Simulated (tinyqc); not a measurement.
Worked calculation: size effects in the resistivity of thin metal films and interconnect lines. Computed by tinyqc, a small Python program that keeps every step. Command: `OMP_NUM_THREADS=1 python tinyqc.py 3006396 3006397 out.jsonl size walk`. One thread of a shared host (Intel(R) Xeon(R) Processor @ 2.30GHz), about 0.01 s of CPU time with the checks. Intermediate numbers are printed to about 5 digits and carried at full precision; extremes and crossings named in words are read from the listed rows.

Electrons lose their drift at surfaces (a share 1 - p of the hits) and at grain boundaries (reflection R), besides bulk scattering.

Inputs (values chosen for the exercise, modelled on platinum):
```
quantity,value,unit
bulk resistivity rho_b,10.4,microohm cm
bulk mean free path lambda,7.15,nm
specularity p,0.71,-
grain-boundary reflection R,0.29,-
film thickness h,7.1,nm
grain size over thickness,0.66,-
```

Geometry: film.

## Grain size

D = (ratio) h.

grain size D = 4.686 nm

## Grain boundaries

Mayadas-Shatzkes: alpha = (lambda/D) R/(1 - R); rho_b/rho = 1 - 3 alpha/2 + 3 alpha^2 - 3 alpha^3 ln(1 + 1/alpha).

alpha = 0.62322

rho/rho_b from grains = 1.8684

The linear estimate 1 + 3 alpha/2 gives 1.935, 4 % high; at large alpha the slope is 4/3.

## Surfaces

Fuchs-Sondheimer film: rho_b/rho = 1 - (3/(2 kappa))(1 - p) int_0^1 (s - s^3)(1 - exp(-kappa/s))/(1 - p exp(-kappa/s)) ds, f = rho/rho_b, kappa = thickness/lambda, 80 Gauss-Legendre points.

kappa = h/lambda = 0.99301

rho/rho_b from surfaces = 1.1154

The thick-film form 1 + 3 (1 - p)/(8 kappa) gives 1.110, a deviation of -0.5 %.

## Resistivity of the film

Both together (Mayadas-Shatzkes film): rho_b/rho = (rho_b/rho of the grains alone) - (6/(pi kappa))(1 - p) int_0^(pi/2) dphi int_0^1 ds (cos^2 phi/H^2)(s - s^3)(1 - exp(-kappa H/s))/(1 - p exp(-kappa H/s)), H = 1 + alpha/(cos phi sqrt(1 - s^2)), 40 x 80 Gauss-Legendre points. Sheet resistance rho/h; additive estimate rho_b (f_surface + f_grain - 1).

resistivity rho = 20.540 microohm cm

sheet resistance = 28.929 ohm

additive estimate = 20.631 microohm cm

error of the additive estimate = 0.44592 %

Adding the two excesses (Matthiessen's rule) is 0.4 % high.

## Exact and approximate surface terms

Thick-film form 1 + 3 (1 - p)/(8 kappa); thin-film form (4/3)((1 - p)/(1 + p))/(kappa ln(1/kappa)).

Rho/rho_b:
```
kappa,h (nm),exact,thick-film form,thin-film form
0.01,7.1500e-02,7.3229,11.875,4.9102
0.02,1.4300e-01,4.6241,6.438,2.8901
0.05,3.5750e-01,2.7213,3.175,1.5096
0.1,7.1500e-01,1.9633,2.087,0.9820
0.2,1.4300e+00,1.5261,1.544,0.7025
0.5,3.5750e+00,1.2256,1.218,-
1,7.1500e+00,1.1146,1.109,-
2,1.4300e+01,1.0568,1.054,-
5,3.5750e+01,1.0222,1.022,-
10,7.1500e+01,1.0110,1.011,-
```

The thick-film form is within 5 % down to kappa = 0.2; at kappa = 0.01 it is 1.62 times the exact value and the thin-film form 0.67 times. The resistivity doubles between 0.358 and 0.715 nm. Rows thinner than about 5 nm only illustrate the formulas.

Checks made by the program: grain-boundary formula against its angular integral 3 int_0^1 c^3/(c + alpha) dc (relative difference below 1e-10); combined formula at alpha -> 0 against Fuchs-Sondheimer (relative difference 1e-07).
